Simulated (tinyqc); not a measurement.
## One-diode model of a solar cell: effect of the shunt resistance

J is the current delivered and Vj = V + J Rs the junction voltage. J = X JL - J01 (exp(Vj/(n1 Vt)) - 1) - Vj/Rp. The photocurrent does not depend on voltage.

Jsc at V = 0, Voc at J = 0, the maximum power point where J (1 + 2 Rs G) = G Vj with G = -dJ/dVj; FF = Vmp Jmp/(Voc Jsc); efficiency Vmp Jmp/(X Pin). Empirical fill factor without parasitics FF0 = (v - ln(v + 0.72))/(v + 1), v = Voc/(n1 Vt).

Inputs (values chosen for the exercise); values of the order met in cells of CIGS: temperature T = 298.15 K; photocurrent at one sun JL = 29.7 mA/cm^2; concentration X = 1 suns; saturation current of the diode J01 = 3.8e-13 A/cm^2; ideality factor of the diode n1 = 1.05; series resistance Rs = 1.2 ohm cm^2; incident power at one sun Pin = 100 mW/cm^2.

Constants: q = 1.602176634e-19 C, kB = 1.380649e-23 J/K, Vt = kB T/q. Results are converted to the units shown.

Results:
```
Rp (ohm cm^2)  Jsc (mA/cm^2)  Voc (V)  Vmp (V)  Jmp (mA/cm^2)       FF  efficiency (%)      FF0
30                    28.558  0.64222  0.44304         14.348  0.34660          6.3569  0.83070
100                   29.348  0.66975  0.55491         22.970  0.64848          12.746  0.83581
1000                  29.664  0.67602  0.56079         27.716  0.77505          15.543  0.83693
3000                  29.688  0.67644  0.56106         28.075  0.78436          15.752  0.83700
10000                 29.696  0.67658  0.56116         28.200  0.78762          15.825  0.83702
30000                 29.699  0.67662  0.56118         28.236  0.78855          15.846  0.83703
1e5                   29.700  0.67664  0.56119         28.249  0.78887          15.853  0.83703
```

Estimate the missing row, Rp = 300 ohm cm^2.

Computed row:
```
Rp (ohm cm^2)  Jsc (mA/cm^2)  Voc (V)  Vmp (V)  Jmp (mA/cm^2)       FF  efficiency (%)      FF0
300                   29.582  0.67452  0.55969         26.466  0.74237          14.813  0.83666
```

With this row back in the table: As Rp goes from 30 to 1e5, Voc rises from 0.642 to 0.677 V, FF rises from 0.347 to 0.789 and the efficiency rises from 6.36 to 15.9 %. Voc changes by 0.0274 mV a decade between the last two rows and 52.6 mV between the first two. For Rp = 30 the shunt carries over 0.3 of the photocurrent at open circuit, so it pulls Voc down and FF towards the 1/4 of a resistor.

Numbers from tinyqc (`OMP_NUM_THREADS=1 python tinyqc.py 2280125 2280126 out.jsonl`; about 0.01 s on one thread of a shared Intel Xeon 2.30GHz).
